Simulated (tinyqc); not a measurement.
Raman shift of the zone-centre optical phonon of a diamond-structure crystal under stress: one step, computed by the program tinyqc.

Axes x, y, z are the cube axes. Strain shifts the threefold optical mode and can split it; p, q and r are the phonon deformation potentials.

Question. Secular matrix and shifts. Secular matrix: M_xx = p eps_xx + q (eps_yy + eps_zz), M_xy = 2 r eps_xy; its eigenvalues are omega^2 - omega_0^2, and the shifts are these over 2 omega_0.

Inputs (values chosen for the exercise, modelled on silicon):
```
quantity                       value  unit
unstrained frequency omega_0   520.7  1/cm
p/omega_0^2                    -1.91     -
q/omega_0^2                    -2.26     -
r/omega_0^2                   -0.721     -
```

Stress state: uniaxial. Axis: [210].

strain (per mille):
```
          x         y         z
x  16.61928   7.28094   0.00000
y   7.28094  -0.47474   0.00000
z   0.00000   0.00000  -6.17274
```

Give: M/(2 omega_0); shifts, in rising order.

Answer.

M/(2 omega_0) (1/cm):
```
        x       y       z
x  -4.353  -2.733   0.000
y  -2.733  -5.911   0.000
z   0.000   0.000  -6.430
```

shifts, in rising order (1/cm): -7.974  -6.430  -2.290

Caution: strains above about 1 % call for terms beyond linear order.
